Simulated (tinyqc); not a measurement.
Electron-beam lithography: double-Gaussian proximity function, edge placement and dose correction for parallel lines. Changing the backscatter ratio eta. Computed by tinyqc, a small Python program. Command: `OMP_NUM_THREADS=1 python tinyqc.py 3112637 3112638 out.jsonl proximity sweep`. One thread of a shared host (Intel(R) Xeon(R) Processor @ 2.30GHz), about 0.01 s of CPU time with the checks.

Lines are infinitely long. Absorbed energy is counted so that the middle of a very large area written at dose 1 receives 1; the resist develops where it exceeds 1/2.

Inputs (values chosen for the exercise, of the order of those for 10 keV electrons in resist on silicon):

| quantity | value | unit |
|---|---|---|
| forward range alpha | 0.023 | micrometre |
| backscatter range beta | 1.1 | micrometre |
| base dose D0 | 34 | microcoulomb/cm^2 |
| width of the test line | 0.055 | micrometre |
| pattern density around the test line | 0.78 | - |

line widths (micrometre): 0.045  0.046  0.38  0.035  0.94

gaps between the lines (micrometre): 0.57  0.084  0.051  0.072

Method:
- The first line starts at x = 0; each next one starts after the width and the gap.
- f(r) = [exp(-r^2/alpha^2)/alpha^2 + eta exp(-r^2/beta^2)/beta^2]/(pi (1 + eta)). A line from a to b at dose d gives E(x) = d [S(alpha) + eta S(beta)]/(1 + eta), S(s) = [erf((b - x)/s) - erf((a - x)/s)]/2.
- M_ij is the mean of E at the two edges of line i from line j at dose 1.
- Uncorrected edge energies are M 1. Solve M d = 1/2 for the doses d that put the mean edge energy of every line at the threshold.
- A test line of width w << beta in surroundings of density rho, all at dose d: near its edge E(x) = d [S + eta rho]/(1 + eta), S = [erf((b - x)/alpha) - erf((a - x)/alpha)]/2 for edges a and b, the second term being the background energy. Dose to size d_s = (1 + eta)/(erf(w/alpha) + 2 eta rho), dose = d_s D0; edge slope d [1 - exp(-w^2/alpha^2)]/(sqrt(pi) alpha (1 + eta)); width change per 1 % of dose = 2 x 0.01 x (1/2)/slope.

One run for each value:

| backscatter ratio eta | largest over smallest dose | dose to size d_s | width change per 1 % of dose (nm) |
|---|---|---|---|
| 0.1 | 1.0718 | 0.95215 | 0.4725 |
| 0.3 | 1.2124 | 0.88599 | 0.6001 |
| 0.5 | 1.3797 | 0.84304 | 0.7277 |
| 0.7 | 1.5551 | 0.81290 | 0.8554 |
| 0.9 | 1.7395 | 0.79059 | 0.9830 |
| 1.1 | 1.9341 | 0.77340 | 1.1106 |
| 1.3 | 2.1397 | 0.75976 | 1.2382 |
| 1.5 | 2.3578 | 0.74866 | 1.3658 |
| 1.7 | 2.5896 | 0.73947 | 1.4934 |

Over the rows, largest over smallest dose rises from 1.07 to 2.59 (exponent d ln y / d ln x 0.11 between the first rows and 0.75 between the last); dose to size d_s falls from 0.952 to 0.739 (exponent d ln y / d ln x -0.066 between the first rows and -0.099 between the last); width change per 1 % of dose (nm) rises from 0.473 to 1.49 (exponent d ln y / d ln x 0.22 between the first rows and 0.71 between the last).

Extremes, crossings and ranges named in words are read from the listed rows.
